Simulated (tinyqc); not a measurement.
Worked calculation: CIS on RHF in the sto-3g basis, frozen core, for BeH2, spin multiplicity 1. One step of it, computed by the program tinyqc.

Question. CIS matrix, singlets. A(ia,jb) = (e_a - e_i) d_ij d_ab + 2 (ia|jb) - (ij|ab).

orbital energies (hartree): MO1 -4.530990, MO2 -0.423822, MO3 -0.381782, MO4 0.211713, MO5 0.213894, MO6 0.375796, MO7 0.732085

Two-electron integrals over orbitals (pq|rs), unique and non-zero (hartree); the lowest 1 orbital is frozen and left out:
```
(22|22) 0.377937    (32|32) 0.159558    (33|22) 0.389861    (33|33) 0.413128
(42|22) 0.005738    (42|33) 0.007019    (42|42) 0.047853    (43|32) 0.009879
(43|43) 0.013725    (44|22) 0.354991    (44|33) 0.338238    (44|42) -0.019681
(44|44) 0.451119    (52|52) 0.047624    (53|53) 0.012775    (54|52) -0.006409
(54|54) 0.024905    (55|22) 0.355797    (55|33) 0.338296    (55|42) -0.007264
(55|44) 0.400715    (55|55) 0.449859    (62|22) -0.015437   (62|33) -0.041220
(62|42) -0.003298   (62|44) 0.062172    (62|55) 0.064972    (62|62) 0.082032
(63|32) -0.091765   (63|43) -0.008329   (63|63) 0.085519    (64|22) 0.001453
(64|33) -0.003136   (64|42) 0.043143    (64|44) -0.002042   (64|55) 0.005641
(64|62) 0.016023    (64|64) 0.047096    (65|52) 0.046276    (65|54) -0.004064
(65|65) 0.048975    (66|22) 0.380169    (66|33) 0.390487    (66|42) 0.017366
(66|44) 0.352323    (66|55) 0.355512    (66|62) -0.025465   (66|64) 0.010700
(66|66) 0.399832    (72|32) -0.039903   (72|43) -0.008140   (72|63) 0.061906
(72|72) 0.057138    (73|22) -0.000258   (73|33) -0.018166   (73|42) -0.011305
(73|44) 0.068150    (73|55) 0.068662    (73|62) 0.077097    (73|64) 0.007806
(73|66) -0.020851   (73|73) 0.086534    (74|32) -0.018699   (74|43) 0.012144
(74|63) 0.011767    (74|72) 0.003521    (74|74) 0.019207    (75|53) 0.013334
(75|75) 0.016892    (76|32) 0.138860    (76|43) 0.010904    (76|63) -0.090658
(76|72) -0.048466   (76|74) -0.016053   (76|76) 0.134867    (77|22) 0.404081
(77|33) 0.420629    (77|42) 0.001472    (77|44) 0.380013    (77|55) 0.379442
(77|62) -0.021271   (77|64) -0.003858   (77|66) 0.413449    (77|73) 0.001631
(77|77) 0.458776
```

Give: CIS matrix A, singlet.

Answer.

CIS matrix A, singlet (hartree), order 2>4, 2>5, 2>6, 2>7, 3>4, 3>5, 3>6, 3>7:
$$\begin{pmatrix}
0.3763 & 0.0000 & -0.0081 & 0.0000 & 0.0000 & 0.0000 & 0.0000 & -0.0039 \\
0.0000 & 0.3772 & 0.0000 & 0.0000 & 0.0000 & 0.0000 & 0.0000 & 0.0000 \\
-0.0081 & 0.0000 & 0.5835 & 0.0000 & 0.0000 & 0.0000 & 0.0000 & 0.0153 \\
0.0000 & 0.0000 & 0.0000 & 0.8661 & 0.0024 & 0.0000 & -0.0150 & 0.0000 \\
0.0000 & 0.0000 & 0.0000 & 0.0024 & 0.2827 & 0.0000 & -0.0135 & 0.0000 \\
0.0000 & 0.0000 & 0.0000 & 0.0000 & 0.0000 & 0.2829 & 0.0000 & 0.0000 \\
0.0000 & 0.0000 & 0.0000 & -0.0150 & -0.0135 & 0.0000 & 0.5381 & 0.0000 \\
-0.0039 & 0.0000 & 0.0153 & 0.0000 & 0.0000 & 0.0000 & 0.0000 & 0.8663
\end{pmatrix}$$
